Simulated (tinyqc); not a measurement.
Tunnelling through a two-layer gate stack, WKB transmission and Tsu-Esaki current: current against voltage.

Electrons leave the emitter at x = 0. Energies E (motion across the layers) are in eV from the emitter Fermi level; the collector Fermi level lies at -V and offers states at every E. No charge in the dielectric and no image force: F1 = V/(t1 + t2 eps1/eps2), F2 = F1 eps1/eps2; U = phi1 - F1 x in layer 1 and phi2 - F1 t1 - F2 (x - t1) in layer 2. With C = hbar^2/(2 m0), kappa = sqrt(m (U - E)/C) where U > E and 0 elsewhere; T(E) = exp(-S), S = 2 times the integral of kappa over x.

Each layer adds (2/F) sqrt(m/C) [G(u at its left edge) - G(u at its right edge)] to S, with u = U - E (0 where negative) and G(u) = (2/3) u^1.5. J = J0 times the integral of T(E) N(E) dE, N = ln[(1 + exp(-E/Vt))/(1 + exp((-E - V)/Vt))], J0 = q^2 me m0 kB T/(2 pi^2 hbar^3) (times 1e-4 for A/cm^2 per eV), from E = -Ef to far above the barrier (T = 1 there), by quadrature converged to the digits shown.

Parameters, values chosen for the exercise; layer 1 close to aluminium oxide, layer 2 close to hafnium oxide:

| symbol | value | unit | meaning |
|---|---|---|---|
| T | 350 | K | temperature |
| Ef | 0.27 | eV | Fermi energy of the emitter above its band bottom |
| me | 0.67 | m0 | emitter mass in the supply function |
| phi1 | 2.56 | eV | barrier of layer 1 above the emitter Fermi level at zero bias |
| m1 | 0.41 | m0 | tunnelling mass of layer 1 |
| t1 | 0.8 | nm | thickness of layer 1 |
| eps1 | 8.78 |  | relative permittivity of layer 1 |
| phi2 | 1.45 | eV | barrier of layer 2 at zero bias |
| m2 | 0.19 | m0 | tunnelling mass of layer 2 |
| t2 | 2.2 | nm | thickness of layer 2 |
| eps2 | 21.9 |  | relative permittivity of layer 2 |

Constants: q = 1.602176634e-19 C, kB = 1.380649e-23 J/K, hbar = 1.054571817e-34 J s, m0 = 9.1093837015e-31 kg, Vt = kB T/q, hbar^2/(2 m0) = 0.0380998212 eV nm^2. Results are converted to the units shown.

Results:
```
V (V),S at E = 0,T(E = 0),J (A/cm^2),mean E of the current (eV)
0.2,19.53,3.290e-9,0.5103,-0.1320
0.49,18.45,9.720e-9,1.536,-0.1353
0.77,17.30,3.076e-8,4.547,-0.1317
1.06,15.94,1.195e-7,16.01,-0.1262
1.35,14.27,6.323e-7,71.54,-0.1144
1.64,11.90,6.801e-6,577.1,-0.09416
1.92,10.16,3.884e-5,4081,-0.1099
2.5,7.996,3.368e-4,5.241e4,-0.1333
```

Estimate the missing row, V = 2.21 V.

Computed row:
```
V (V),S at E = 0,T(E = 0),J (A/cm^2),mean E of the current (eV)
2.21,8.889,1.379e-4,1.780e4,-0.1230
```

With this row back in the table: J rises from 0.510 to 52400 A/cm^2, by 1.65 decades a volt between the first two rows and 1.62 between the last two. From V = 1.64 V on (among the rows) a band edge falls below the emitter Fermi level, so electrons at E = 0 no longer cross the full thickness. In 3 of the 9 rows the field exceeds 10 MV/cm (up to 14.9), more than most dielectrics sustain; the model ignores breakdown.

tinyqc, about 0.04 s, one thread, Intel Xeon 2.30GHz (shared host): `OMP_NUM_THREADS=1 python tinyqc.py 2540002 2540003 out.jsonl`
